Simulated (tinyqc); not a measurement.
Tersoff bond-order potential: one step, computed by the program tinyqc. Command: `OMP_NUM_THREADS=1 python tinyqc.py 3005841 3005842 out.jsonl tersoff walk`. One thread of a shared host (Intel(R) Xeon(R) Processor @ 2.30GHz), about 0.01 s of CPU time with the checks.

E = (1/2) sum_(i, j != i) [A exp(-lambda r_ij) - b_ij B exp(-mu r_ij)], b_ij = (1 + (beta zeta_ij)^n)^(-1/(2n)), zeta_ij = sum_(k != i, j) g(theta_ijk), g = 1 + c^2/d^2 - c^2/(d^2 + (h - cos theta)^2), with theta at atom i. Only nearest neighbours count (cut-off function 1 for them, 0 beyond).

Problem. An open trimer. Atom 1 binds atoms 2 and 3, which do not interact. b_12 = b_13 follow from zeta = g(theta); b_21 = b_31 = 1. E = sum over the two bonds of A exp(-lambda r) - (b + 1)/2 B exp(-mu r).

Inputs (values chosen for the exercise, modelled on silicon): A = 1829.7 eV; B = 474.81 eV; lambda = 2.4799 1/angstrom; mu = 1.7322 1/angstrom; beta = 1.12e-06; n = 0.7868; c = 100900; d = 16.35; h = -0.6131; bond length r_12 = 2.27 angstrom; bond length r_13 = 2.38 angstrom; angle theta at atom 1 = 155 degrees.

Give: g(theta); bond order b_12; repulsive terms; attractive terms B exp(-mu r); energy of the trimer.

Solution.

g(theta) = 12245

bond order b_12 = 0.9788

repulsive terms (eV): [6.570, 5.002]

attractive terms B exp(-mu r) (eV): [9.308, 7.693]

energy of the trimer = -5.249 eV

g is least (g = 1) at cos theta = h, 127.8 degrees, wider than the tetrahedral 109.47.
